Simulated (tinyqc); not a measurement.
Raising U: Hubbard chain of 6 sites, mean field against exact. Computed by the program tinyqc. Collinear unrestricted mean field (the lowest of 40 random starts) against exact diagonalisation.

one-body matrix (hopping and site energies) (eV):
```
         1        2        3        4        5        6
1   0.0000  -1.9600   0.0000   0.0000   0.0000   0.0000
2  -1.9600   0.0000  -1.9600   0.0000   0.0000   0.0000
3   0.0000  -1.9600   0.0000  -1.9600   0.0000   0.0000
4   0.0000   0.0000  -1.9600   0.0000  -1.9600   0.0000
5   0.0000   0.0000   0.0000  -1.9600   0.0000  -1.9600
6   0.0000   0.0000   0.0000   0.0000  -1.9600   0.0000
```

electrons, up and down: 3  3

Exact and mean-field results (eV):
```
U          U/t    E exact  E mean field  mean |n_up - n_down|  double occupancy, exact  first gap in the sector
0.980    0.500  -12.29552     -12.22632                 0.000                    0.226                    1.553
1.960    1.000  -11.03263     -10.75632                 0.000                    0.203                    1.391
3.920    2.000   -8.91078      -7.93217                 0.404                    0.158                    1.134
5.880    3.000   -7.28349      -5.94102                 0.673                    0.120                    0.937
7.840    4.000   -6.06143      -4.64999                 0.803                    0.090                    0.786
15.680   8.000   -3.46547      -2.41915                 0.948                    0.033                    0.454
23.520  12.000   -2.38218      -1.62423                 0.977                    0.016                    0.312
39.200  20.000   -1.45332      -0.97804                 0.992                    0.006                    0.191
```

Estimate the missing row, U = 11.76.

Computed row:
```
U         U/t   E exact  E mean field  mean |n_up - n_down|  double occupancy, exact  first gap in the sector
11.760  6.000  -4.44275      -3.19321                 0.909                    0.052                    0.580
```

In absolute terms mean field is worst at U/t = 4.0, 1.411 eV too high: at small U it is nearly exact, and at large U it misses only exchange-scale energies. Its local moments set in at U/t = 2.0 of those listed, a broken symmetry that the exact state of a finite cluster with equal spins does not have. Relative to the exact energy its error is 0.6 % at the smallest U, 33 % at most and 33 % at the largest. The double occupancy falls from 0.226 to 0.006; at the largest U the first gap is 0.49 times the exchange scale 4t^2/U.
